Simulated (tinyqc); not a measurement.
# Metal-interlayer-semiconductor contact, depinning against tunnelling resistance: two studies

Zero bias, n-type semiconductor. Gap states at the semiconductor surface thin out as exp(-be ti), which unpins the barrier; electrons must then cross the interlayer (a rectangular barrier, no voltage drop across it) and the parabolic depleted layer, both by WKB. Energies E are counted from the Fermi level; no image force, parabolic bands.

Values chosen for this exercise; semiconductor values close to those of silicon; interlayer mass of the order of that in aluminium oxide, offset chosen freely:
```
symbol,value,unit,meaning
T,250,K,temperature
Eg,1.08,eV,band gap
eps_r,11.3,,relative permittivity
chi,4.02,eV,electron affinity
Nc,2.13e19,cm^-3,conduction-band density of states at T
mt,0.187,m0,tunnelling mass in the semiconductor
mA,2.01,m0,Richardson mass
Nd,5.3e19,cm^-3,donor density
E0,0.37,eV,charge-neutrality level above the valence band
S0,0.28,,pinning factor without interlayer
phiM,4.4,eV,metal work function
ti,0.6,nm,interlayer thickness
dE,2.42,eV,conduction-band offset of the interlayer above the semiconductor
mi,0.35,m0,tunnelling mass in the interlayer
be,3.7,1/nm,decay constant of gap states through the interlayer
```

Constants: q = 1.602176634e-19 C, kB = 1.380649e-23 J/K, eps0 = 8.8541878128e-12 F/m, hbar = 1.054571817e-34 J s, h = 6.62607015e-34 J s, m0 = 9.1093837015e-31 kg, Vt = kB T/q, hbar^2/(2 m0) = 0.0380998212 eV nm^2. Results are converted to the units shown.

Each table varies one quantity; the others keep the values above.

## Contact resistivity against the interlayer thickness

S = 1/(1 + (1/S0 - 1) exp(-be ti)); phiB = S (phiM - chi) + (1 - S)(Eg - E0); xi = Ec - EF deep inside, from Nd = Nc F(-xi/Vt), F(x) = (2/sqrt(pi)) int_0^infinity sqrt(u) du/(1 + exp(u - x)); band bending U = phiB - xi; E00 = (hbar/2) sqrt(Nd/(eps0 eps_r mt m0)) in volts; A = 4 pi q mA m0 kB^2/h^3. With U = phiB - xi: for xi < E < phiB, y = (E - xi)/U and G1 = (U/E00) [sqrt(1 - y) - y ln((1 + sqrt(1 - y))/sqrt(y))], G1 = 0 above phiB; G2 = 2 ti sqrt(mi max(phiB + dE - E, 0)/C), C = hbar^2/(2 m0); f = 1/(1 + exp(E/Vt)); 1/rho_c = (A T^2/Vt^2) times the integral of exp(-G1 - G2) f over E from xi upwards. Shares under 0.001 % are printed as 0; rows without band bending are left out.

The same in every row: E00/Vt = 4.32; share above phiB (%) = 0.

Results:
```
ti (nm),S,phiB (eV),rho_c (ohm cm^2),rho_c with G2 = 0 (ohm cm^2),peak of the integrand (eV)
0,0.280,0.618,2.74e-7,2.74e-7,-8.69e-4
0.4,0.631,0.502,5.23e-6,8.40e-8,-0.00141
0.8,0.882,0.419,1.25e-4,3.62e-8,-0.00170
1.2,0.971,0.390,0.00514,2.70e-8,-0.00118
2,0.998,0.381,14.9,2.46e-8,7.58e-4
2.4,1.00,0.380,846,2.45e-8,0.00181
2.8,1.00,0.380,4.80e4,2.45e-8,0.00288
3.2,1.00,0.380,2.73e6,2.45e-8,0.00396
```

Estimate the missing row, ti = 1.6 nm.

Computed row:
```
ti (nm),S,phiB (eV),rho_c (ohm cm^2),rho_c with G2 = 0 (ohm cm^2),peak of the integrand (eV)
1.6,0.993,0.382,0.268,2.51e-8,-2.66e-4
```

With this row back in the table: As ti goes from 0 to 3.2, phiB falls from 0.618 to 0.380 eV and rho_c rises from 2.74e-7 to 2.73e6 ohm cm^2. No thickness listed beats the bare contact: tunnelling through the layer costs more than the change of the barrier gains. The ratio of rho_c to its value with G2 = 0 runs from 1.00 to 1.11e14.

## Contact resistivity against the decay constant of gap states through the interlayer

Same model as above.

The same in every row: E00/Vt = 4.32; share above phiB (%) = 0.

Results:
```
be (1/nm),S,phiB (eV),rho_c (ohm cm^2),rho_c with G2 = 0 (ohm cm^2),peak of the integrand (eV)
1,0.415,0.573,9.21e-5,1.74e-7,9.55e-5
3,0.702,0.478,3.18e-5,6.62e-8,-0.00124
4,0.811,0.442,2.12e-5,4.60e-8,-0.00182
5,0.887,0.417,1.61e-5,3.57e-8,-0.00224
6,0.934,0.402,1.35e-5,3.05e-8,-0.00252
7,0.963,0.392,1.21e-5,2.77e-8,-0.00269
8,0.979,0.387,1.14e-5,2.62e-8,-0.00280
```

Estimate the missing row, be = 2 1/nm.

Computed row:
```
be (1/nm),S,phiB (eV),rho_c (ohm cm^2),rho_c with G2 = 0 (ohm cm^2),peak of the integrand (eV)
2,0.564,0.524,5.30e-5,1.05e-7,-5.71e-4
```

With this row back in the table: As be goes from 1 to 8, phiB falls from 0.573 to 0.387 eV and rho_c falls from 9.21e-5 to 1.14e-5 ohm cm^2. The ratio of rho_c to its value with G2 = 0 runs from 530 to 435.

Range of the model: The depletion charge would drop about 0.22 V across such an interlayer (eps_r near 9) at ti = 0.6 nm and Nd = 5.3e19 cm^-3, against a band bending of 0.49 V; this model leaves that drop out.

Numbers from tinyqc (`OMP_NUM_THREADS=1 python tinyqc.py 2270004 2270005 out.jsonl`; about 0.03 s on one thread of a shared Intel Xeon 2.30GHz).
